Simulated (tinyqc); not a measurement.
Sweep of the shear strain: two-band k.p model of the Delta valleys near the X point under shear strain.

Valley pair on the [001] axis, kz counted from the X point, c = hbar^2/2m0, k0 = kx0 2 pi/a. H = (c kz^2/ml + c (kx^2 + ky^2)/mt + c k0^2/ml) 1 + (2 c k0 kz/ml) sigma_z + (D exy - 2 c kx ky/Mp) sigma_x, so E = c kz^2/ml + c (kx^2 + ky^2)/mt + c k0^2/ml -/+ sqrt((2 c k0 kz/ml)^2 + (D exy - 2 c kx ky/Mp)^2). Without strain the lower band has its minima, E = 0, at kz = +/- k0. Shifts from diagonal strain are left out.

For |eta| < 1: k_min = k0 sqrt(1 - eta^2), E_min = -Delta eta^2/2, ml(eta) = ml/(1 - eta^2), 1/m[110] = 1/mt + eta/Mp, 1/m[1-10] = 1/mt - eta/Mp. For |eta| > 1 the minimum sits at X: E_min = -Delta (2 |eta| - 1)/2, ml(eta) = ml/(1 - 1/|eta|), and eta is replaced by its sign in the transverse masses. Here Delta = 2 c k0^2/ml and eta = D exy/Delta.

Constants: hbar^2/2m0 = 3.80998211 eV angstrom^2.

Values chosen for the exercise (near those of Si; not measured data):
- a = 5.422 angstrom (lattice constant)
- ml = 0.93 m0 (longitudinal mass)
- mt = 0.193 m0 (transverse mass)
- kx0 = 0.149 2 pi/a (distance of the minimum from X)
- D = 14.1 eV (shear deformation potential)
- Mp = 0.244 m0 (coupling mass)

Delta = 2 c k0^2/ml, eta = D exy/Delta.

The minimum:
```
exy       eta  k_min/k0  E_min (meV)  ml(eta)  m[110]  m[1-10]  density-of-states mass
0.0000  0.000     1.000          0.0    0.930  0.1930   0.1930                   0.326
0.0017  0.098     0.995         -1.2    0.939  0.1791   0.2092                   0.328
0.0043  0.248     0.969         -7.5    0.991  0.1613   0.2401                   0.337
0.0087  0.502     0.865        -30.8    1.244  0.1381   0.3202                   0.380
0.0130  0.750     0.661        -68.8    2.128  0.1211   0.4748                   0.497
0.0156  0.900     0.435        -99.0    4.916  0.1127   0.6707                   0.719
0.0208  1.201     0.000       -171.1    5.566  0.1078   0.9234                   0.821
0.0277  1.599     0.000       -268.4    2.483  0.1078   0.9234                   0.627
```

The valleys reach X at eta = 1, that is exy = 0.0173. The shift is quadratic up to eta = 1 (-7.5 meV at eta = 0.25, -30.8 meV at 0.50) and linear beyond, while 1/m[110] rises linearly, taking m[110] from 0.193 to its floor 0.1078, a gain of 79 % in 1/m. ml(eta) diverges at eta = 1; the largest value listed is 5.57. A deformation-potential model with fixed masses misses all of this.

Computed by tinyqc, a small Python program: `OMP_NUM_THREADS=1 python tinyqc.py 1051114 1051115 out.jsonl` (the numbers bound the seed that draws the inputs); one thread of a shared host (Intel(R) Xeon(R) Processor @ 2.30GHz), about 0.01 s for the whole set of steps.
